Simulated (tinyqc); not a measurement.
## Minority carriers and saturation current of a heavily doped emitter: effect of temperature on the narrowing factor

n-type, parabolic bands, full ionisation. eta = (EF - Ec)/kB T solves N = Nc F12(eta), F12(x) = (2/sqrt(pi)) int_0^infinity sqrt(u)/(1 + exp(u - x)) du. The gap shrinks rigidly by dEg = a3 y^(1/3) + a4 y^(1/4) + a2 y^(1/2), y = N/1e18 cm^-3, an empirical law that is here taken as the true narrowing.

Nc is given at 300 K and scales as T^1.5; dEg is held. The factor nie^2/ni^2 = exp(dEg/kB T) g, g = F12(eta) exp(-eta), divides the current gain of a transistor with this emitter.

Values chosen for this exercise; band and dielectric values close to those of silicon: conduction-band density of states at 300 K Nc = 2.79e19 cm^-3; ionised donor density N = 1.3e20 cm^-3; coefficient of (N/1e18)^(1/3) a3 = 9.5 meV; coefficient of (N/1e18)^(1/4) a4 = 4.8 meV; coefficient of (N/1e18)^(1/2) a2 = 2.1 meV.

Constants: q = 1.602176634e-19 C, kB = 1.380649e-23 J/K, Vt = kB T/q. Results are converted to the units shown.

Result of one run:
```
T (K)    eta       g  nie^2/ni^2  its logarithm
300    3.092  0.2116       6.434          1.862
```

What becomes of these results when the temperature T is changed from 300 to 350 K, all else the same?

Result of the changed run:
```
T (K)    eta       g  nie^2/ni^2  its logarithm
350    2.554  0.2875       5.368          1.681
```

The whole series:
```
T (K)    eta        g  nie^2/ni^2  its logarithm
150    6.619  0.01760       16.27          2.789
200    4.884  0.06475       10.86          2.385
250    3.821   0.1342       8.078          2.089
300    3.092   0.2116       6.434          1.862
350    2.554   0.2875       5.368          1.681
400    2.136   0.3576       4.630          1.533
450    1.798   0.4202       4.093          1.409
```

The factor falls from 16.3 to 4.09. Its slope against q/kB T is 20.9 meV between the first two rows and 38.2 meV between the last two, against dEg = 88.3 meV: degeneracy takes back part of the narrowing. The factor grows on cooling, so the current gain of such a transistor falls.

Range of the model: Band tails, non-parabolic bands and incomplete ionisation are left out.

Numbers from tinyqc (`OMP_NUM_THREADS=1 python tinyqc.py 2330055 2330056 out.jsonl`; about 0.01 s on one thread of a shared Intel Xeon 2.30GHz).
